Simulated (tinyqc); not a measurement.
Competing polymorphs of an oxide film: bulk, surface, grain-boundary, dopant and field terms: one step, computed by the program tinyqc.

Phases: monoclinic m (reference), polar orthorhombic o, tetragonal t. Free energies per formula unit (f.u.); 1 J/m^2 x angstrom^3/nm = 6.241509 meV.

Task: Crossing points. With G = b + gamma Omega A (b the bulk free energy per formula unit, A the area per volume), two phases i, j cross at A_ij = (b_j - b_i)/(Omega (gamma_i - gamma_j)); o has a window only if A_mo < A_ot.

Inputs (values chosen for the exercise, for a model oxide):

| quantity | value | unit |
|---|---|---|
| surface energy of m | 3.11 | J/m^2 |
| surface energy of o | 2.7 | J/m^2 |
| surface energy of t | 2.57 | J/m^2 |
| volume per formula unit Omega | 33.4 | angstrom^3 |
| temperature T | 500 | K |

b (meV/f.u.): m 0.00, o 33.24, t 40.90

Give: A_mo; A_ot; A_mt.

Result:

A_mo = 0.3889 1/nm

A_ot = 0.2827 1/nm

A_mt = 0.3633 1/nm

o has no window: the sequence goes from m to t at A = 0.363 1/nm.
